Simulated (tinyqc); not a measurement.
Inside a calculation. Method: one-electron ion in a basis of Gaussians. One step of it, computed by the program tinyqc.

Problem. Generalised eigenproblem. Solve H C = S C e through S^(-1/2); each column has its largest component positive (the first on a tie).

H = T + V (hartree):
```
[[-0.246511, -0.251484, -0.198591, -0.131493],
 [-0.251484, -0.338776, -0.341525, -0.275213],
 [-0.198591, -0.341525, -0.427495, -0.420308],
 [-0.131493, -0.275213, -0.420308, -0.439436]]
```

S:
```
[[1.000000, 0.801386, 0.440770, 0.190752],
 [0.801386, 1.000000, 0.801227, 0.440686],
 [0.440770, 0.801227, 1.000000, 0.801297],
 [0.190752, 0.440686, 0.801297, 1.000000]]
```

Give: eigenvalues of S; eigenvalues; coefficients.

Solution.

eigenvalues of S: [0.032, 0.217, 0.976, 2.775]

eigenvalues (hartree): [-0.478, -0.214, -0.103, 0.166]

coefficients:
```
[[-0.057, 0.643, -1.773, 1.078],
 [0.270, 0.517, 2.282, -2.929],
 [0.253, -0.208, -0.553, 3.702],
 [0.630, -0.444, -0.414, -1.989]]
```

For Z = 2 and l = 1 the exact lowest level is -Z^2/(2 n^2) with n = l + 1: -0.500000 hartree.
